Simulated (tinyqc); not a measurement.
# Worked calculation: free and trapped electrons in a MOS channel with a dense trap tail

tinyqc, about 0.02 s, one thread, Intel Xeon 2.30GHz (shared host): `OMP_NUM_THREADS=1 python tinyqc.py 2222133 2222134 out.jsonl` Printed values are rounded.

p-type body, charge-sheet picture, full ionisation (an idealisation for deep acceptors), Boltzmann statistics for free electrons. e = Ec - EF at the surface. Acceptor-like traps of density D(E) = D0 + De exp(-E/Ew) at depth E below Ec, from 0 to Eu, hold n_t = integral of D(E)/(1 + exp((e - E)/Vt)). psi = Eg - Vt ln(Nv/Na) - e; N_dep = sqrt(2 eps0 eps_r Na (psi - Vt)/q); n_f = sqrt(N_dep^2 + 2 eps0 eps_r Vt Nc exp(-e/Vt)/q) - N_dep; Vg = Vfb + psi + q (N_dep + n_t + n_f)/Cox, Cox = eps0 eox/tox.

Parameters, values chosen for the exercise; band and dielectric values close to those of gallium nitride: temperature T = 300 K; band gap Eg = 3.38 eV; relative permittivity eps_r = 9.61; conduction-band density of states at T Nc = 2.32e18 cm^-3; valence-band density of states at T Nv = 4.57e19 cm^-3; relative permittivity of the insulator eox = 3.9; insulator thickness tox = 25 nm; acceptor density Na = 1.3e17 cm^-3; flat-band voltage without trapped charge Vfb = -2.97 V; constant background density of acceptor-like traps D0 = 1.1e11 cm^-2 eV^-1; density of the tail at the conduction edge De = 7.1e12 cm^-2 eV^-1; decay energy of the tail Ew = 0.1 eV; depth below Ec down to which the traps reach Eu = 0.97 eV; mobility of free electrons mf = 92 cm^2/(V s); Ec - EF at the surface e = -0.028 eV.

Constants: q = 1.602176634e-19 C, kB = 1.380649e-23 J/K, Vt = kB T/q, eps0 = 8.8541878128e-14 F/cm where lengths are in cm. Results are converted to the units shown.

Range of the model: EF lies less than 2 Vt below the band edge, or above it, where degeneracy and confinement, left out, matter.

## Trapped charge

Trapezoid rule on 12 equal steps from 0 to Eu, f = 1/(1 + exp((e - E)/Vt)).

```
point     E (eV)  D(E) f (cm^-2 eV^-1)
0              0            5.38643e12
1      0.0808333            3.22586e12
2       0.161667            1.51878e12
3         0.2425            7.38174e11
4       0.323333            3.89923e11
5       0.404167            2.34734e11
6          0.485            1.65581e11
7       0.565833            1.34767e11
8       0.646667            1.21036e11
9         0.7275            1.14918e11
10      0.808333            1.12191e11
11      0.889167            1.10976e11
12          0.97            1.10435e11
```

n_t = 7.77243e11 cm^-2

With 1600 steps n_t = 7.740e11 cm^-2; the coarse value is 0.42 % above it.

## Charges and gate voltage

psi, N_dep, n_f and Vg as defined, with the n_t given; free share n_f/(n_f + n_t); apparent mobility mf n_f/(n_f + n_t); gate voltage spent on traps q n_t/Cox.

psi = 3.25645 V
N_dep = 2.11207e12 cm^-2
n_f = 4.06372e11 cm^-2
Vg = 4.10926 V
free share = 34.3331 %
apparent mobility = 31.5865 cm^2/(V s)
gate voltage spent on traps = 0.901559 V
